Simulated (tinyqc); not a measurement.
## Electron density from the centroid

Inverse problem. In the Fang-Howard model the centroid is 3/b with b^3 = 6 (mz1/C) q (Nd + 11 Ns/32)/(eps0 eps_r), C = hbar^2/(2 m0), the field in eV/nm. Find b and Ns.

Inputs (values chosen for the exercise); masses and permittivity close to those of silicon (111):
- eps_r = 11.6 (relative permittivity)
- mz1 = 0.256 m0 (mass along z of valley set A (6 valley(s)))
- Nd = 1.6e12 cm^-2 (sheet density of depletion charge)

Constants: q = 1.602176634e-19 C, hbar = 1.054571817e-34 J s, m0 = 9.1093837015e-31 kg, eps0 = 8.8541878128e-14 F/cm where lengths are in cm, hbar^2/(2 m0) = 0.0380998212 eV nm^2. Results are converted to the units shown.

centroid = 2.7578258 nm

Answer. b = 3/centroid gives Nd + 11 Ns/32, from which the depletion charge is taken off.

b = 1.088 1/nm
Ns = 1.300e12 cm^-2

tinyqc, about 0.5 s, one thread, Intel Xeon 2.30GHz (shared host): `OMP_NUM_THREADS=1 python tinyqc.py 2160151 2160152 out.jsonl`
